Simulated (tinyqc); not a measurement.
Inside a calculation: Landau levels of a parabolic two-dimensional band. Values are carried at full precision from step to step, so a last printed digit may differ when a step is redone from the rounded ones.

In a field B along z: l = 1/sqrt((e/hbar) B) is the magnetic length, n_B = B/(h/e) the number of states per area in one level, hbar wc = 2 muB B/m for mass m in m0; 1/angstrom^2 = 1e16/cm^2.

Constants: e/hbar = 1.519267448e-05 1/(T angstrom^2); h/e = 413566.7697 T angstrom^2; hbar^2/2m0 = 3.80998211 eV angstrom^2; muB = 5.788381798e-05 eV/T; e^2/h = 3.874045865e-05 S.

Inputs chosen for the exercise (near those of a two-dimensional electron gas in GaAs; shifted at random, so the results belong to these values and not to a real crystal): B = 8.4 T (magnetic field); n = 1.9 x 1e11/cm^2 (electron sheet density); m = 0.0655 m0 (mass); gs = -0.41 (g factor); gv = 1 (valleys).

## Scales set by the field

Give l, n_B and the filling factor nu = n/n_B.

l = 88.52 angstrom
n_B = 2.0311 x 1e11/cm^2
nu = 0.935

## The lowest levels

E(N, s) = (N + 1/2) hbar wc + s gs muB B with s = +/-1/2.

List the eight lowest, in meV, with the gap to the next.

Levels:
```
label,E (meV),gap above (meV)
0+,7.324,0.199
0-,7.523,14.647
1+,22.170,0.199
1-,22.369,14.647
2+,37.017,0.199
2-,37.216,14.647
3+,51.863,0.199
3-,52.063,14.647
```

The largest of these gaps, 14.65 meV, first occurs above level 0- and is kB T at 170 K.

## Where EF lies

Each listed level takes n_B electrons. At zero temperature and without broadening EF sits in the partly filled level.

Fill the listed levels in order up to nu; give the partly filled level, its energy and its filled share.

level: 0+

EF = 7.324 meV
filled share = 0.935

## Fields of the Hall plateaus

A plateau is centred where nu = n/n_B equals 1, 2, 3, 4, 5, 6; there rho_xy = h/(nu e^2).

Plateaus:
```
nu,B (T),1/B (1/T),rho_xy (kohm)
1,7.858,0.1273,25.8128
2,3.929,0.2545,12.9064
3,2.619,0.3818,8.6043
4,1.964,0.5091,6.4532
5,1.572,0.6363,5.1626
6,1.310,0.7636,4.3021
```

These counts hold wherever the levels are resolved.

## Checks

- Level spacing from finite differences in the Landau gauge against hbar wc, meV: 14.83 against 14.85.

Program tinyqc; command `OMP_NUM_THREADS=1 python tinyqc.py 1252078 1252079 out.jsonl`; about 0.01 s on one thread of a shared Intel(R) Xeon(R) Processor @ 2.30GHz.
